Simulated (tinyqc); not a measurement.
Inside a calculation. Method: RKS/exchange-only LDA in the 6-31g basis, for H-, spin multiplicity 1. The basis has no diffuse functions, so it cannot describe the extra electron: this is an exercise in the method, not the real anion. One step of it, computed by the program tinyqc.

Problem. Iteration 2: building the Kohn-Sham matrix. J_ij = sum D_kl (ij|kl); F = H + J + V_xc; E = tr D H + tr D J / 2 + E_xc + E_nn.

D after iteration 1:
```
          1H 1s     1H 2s
1H 1s  0.110071  0.331107
1H 2s  0.331107  1.453999
```

core Hamiltonian H = T + V (hartree):
```
           1H 1s      1H 2s
1H 1s  -0.257552  -0.482576
1H 2s  -0.482576  -0.398935
```

Two-electron integrals (ij|kl) in chemists' order, unique and non-zero (hartree):
```
(11|11) 1.076566   (21|11) 0.578470   (21|21) 0.329423   (22|11) 0.587396
(22|21) 0.361304   (22|22) 0.453150
```

nuclear repulsion = 0 hartree

V_xc (hartree):
```
           1H 1s      1H 2s
1H 1s  -0.437755  -0.247185
1H 2s  -0.247185  -0.262215
```

E_xc = sum of w rho eps_xc = -0.44484998 hartree

Give: Coulomb J; Kohn-Sham matrix F; total energy of this density.

Solution.

Coulomb J (hartree):
```
        1H 1s   1H 2s
1H 1s  1.3556  0.8072
1H 2s  0.8072  0.9628
```

Kohn-Sham matrix F (hartree):
```
        1H 1s   1H 2s
1H 1s  0.6603  0.0774
1H 2s  0.0774  0.3016
```

total energy of this density = -0.331003 hartree

This density is a damped mixture and is not idempotent.
